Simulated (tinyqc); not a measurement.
Oxide trap near a transistor channel: two-state multiphonon kinetics, telegraph noise and bias instability: one step, computed by the program tinyqc.

An n-channel device under positive gate bias. The trap is empty (state 1) or holds an electron (state 2); both states are parabolas of equal curvature, and the electron reservoir is taken at the Fermi level of the channel.

Question. Many traps: 1/f noise. McWhorter number fluctuations for traps uniform in depth and energy: S_V = e^2 k_B T N_t lambda/(W L C_ox^2 f), C_ox = eps_ox eps_0/t_ox. The number of traps within k_B T in energy and one decade in time is N_t k_B T lambda ln(10) W L.

Inputs (values chosen for the exercise, with an insulator like SiO2 on silicon):
```
quantity                     value         unit
insulator constant eps_ox     3.89            -
insulator thickness t_ox       2.2           nm
temperature T                  300            K
channel width W                280           nm
channel length L               100           nm
frequency f                   5000           Hz
trap density N_t           8.9e+17  cm^-3 eV^-1
```

Parts treated: one trap and an ensemble.

attenuation length lambda = 0.08508824 nm

Constants: eps_0 = 8.8541878128e-12 F/m; e = 1.602176634e-19 C; k_B = 8.617333262e-05 eV/K.

Give: C_ox; 1/f noise S_V(f); active traps per decade.

Answer.

C_ox = 1.566 microF/cm^2

1/f noise S_V(f) = 1.465e-12 V^2/Hz

active traps per decade = 0.1262

With less than one active trap per decade a single device shows separate Lorentzians; 1/f is only the average over many devices. Caution: N_t k_B T lambda ln(10) W L, the number of active traps per decade, is below one, so S_V is only the mean over many devices.
